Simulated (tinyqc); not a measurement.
Reverse leakage of an n+-p junction: diffusion, generation, trap-assisted and band-to-band tunnelling: two steps of the calculation.

One-sided abrupt junction in the depletion approximation, x from the junction (0) to W on the p side, field F = F0 (1 - x/W). Flat quasi-Fermi levels, long p side. Traps generate through SRH with both lifetimes shortened by 1 + Gamma (Hurkx enhancement, form for moderate fields); band-to-band generation is local and needs a total bending above Eg.

Inputs (values chosen for the exercise); band and dielectric values those of a made-up semiconductor:
- T = 400 K (temperature)
- Eg = 1.19 eV (band gap)
- eps_r = 10.5 (relative permittivity)
- Nc = 6.54e17 cm^-3 (conduction-band density of states at T)
- Nv = 1.69e19 cm^-3 (valence-band density of states at T)
- Na = 1.1e16 cm^-3 (acceptor density of the lighter side)
- Nd = 1e20 cm^-3 (donor density of the heavier side)
- tau = 3e-9 s (SRH lifetime of both carriers at zero field)
- Et = 0.06 eV (trap level above the intrinsic level)
- mt = 0.1 m0 (tunnelling mass)
- Dn = 17 cm^2/s (electron diffusion coefficient on the lighter side)
- Ab = 1.5e16 cm^-0.5 V^-2.5 s^-1 (band-to-band prefactor)
- Bb = 1.21e7 V/cm (band-to-band field constant)
- VR = 0.4 V (reverse bias)

Constants: q = 1.602176634e-19 C, kB = 1.380649e-23 J/K, hbar = 1.054571817e-34 J s, m0 = 9.1093837015e-31 kg, Vt = kB T/q, eps0 = 8.8541878128e-14 F/cm where lengths are in cm. Results are converted to the units shown.

Question 1. Field, scales and diffusion current. ni = sqrt(Nc Nv) exp(-Eg/(2 Vt)), Eg in volts; Vbi = Vt ln(Na Nd/ni^2); W = sqrt(2 eps0 eps_r (Vbi + VR)/(q Na)); F0 = 2 (Vbi + VR)/W; FG = sqrt(24 mt m0 (kB T)^3)/(q hbar); J_diff = q ni^2 sqrt(Dn/tau)(1 - exp(-VR/Vt))/Na.

Find: ni; Vbi; W; F0; FG; J_diff.

Answer 1.

ni = 1.059e11 cm^-3
Vbi = 1.110 V
W = 399.2 nm
F0 = 75.68 kV/cm
FG = 359.2 kV/cm
J_diff = 1.231e-8 A/cm^2

Question 2. Generation rates across the layer. u = (Vbi + VR)(1 - x/W)^2, p = Na exp(-u/Vt), n = Nd exp((u - Vbi - VR)/Vt); G0 = ni^2 (1 - exp(-VR/Vt))/(tau (n + p + 2 ni cosh(Et/Vt))); Gamma = 2 sqrt(3 pi)(F/FG) exp((F/FG)^2); trap-assisted part G0 Gamma; G_bb = Ab F^2.5 exp(-Bb/F) with F in V/cm, zero unless Vbi + VR > Eg. 12 equal steps.

ni = 1.0594054e11 cm^-3
Vbi = 1.1104670 V
W = 399.19776 nm
F0 = 75.675124 kV/cm
FG = 359.15215 kV/cm

Give: x; F; Gamma; G0; G0 Gamma; G_bb.

Answer 2.

```
point  x (nm)  F (kV/cm)   Gamma  G0 (cm^-3 s^-1)  G0 Gamma (cm^-3 s^-1)  G_bb (1e-42 cm^-3 s^-1)
0         0.0      75.68   1.352         3.741e10               5.060e10                    8.558
1        33.3      69.37   1.231         4.099e13               5.046e13                    0.000
2        66.5      63.06   1.112         2.434e16               2.706e16                    0.000
3        99.8      56.76  0.9948         3.418e18               3.400e18                    0.000
4       133.1      50.45  0.8797         5.983e18               5.263e18                    0.000
5       166.3      44.14  0.7662         5.974e18               4.577e18                    0.000
6       199.6      37.84  0.6541         4.592e18               3.003e18                    0.000
7       232.9      31.53  0.5432         6.148e17               3.340e17                    0.000
8       266.1      25.23  0.4334         4.395e16               1.905e16                    0.000
9       299.4      18.92  0.3243         5.256e15               1.705e15                    0.000
10      332.7      12.61  0.2159         1.149e15               2.480e14                    0.000
11      365.9       6.31  0.1078         4.610e14               4.972e13                    0.000
12      399.2       0.00       0         3.401e14                      0                    0.000
```

Range of the model: The n+ side is degenerate, so Vbi from Boltzmann statistics is only a guide.

Numbers from tinyqc (`OMP_NUM_THREADS=1 python tinyqc.py 2290079 2290080 out.jsonl`; about 0.01 s on one thread of a shared Intel Xeon 2.30GHz).
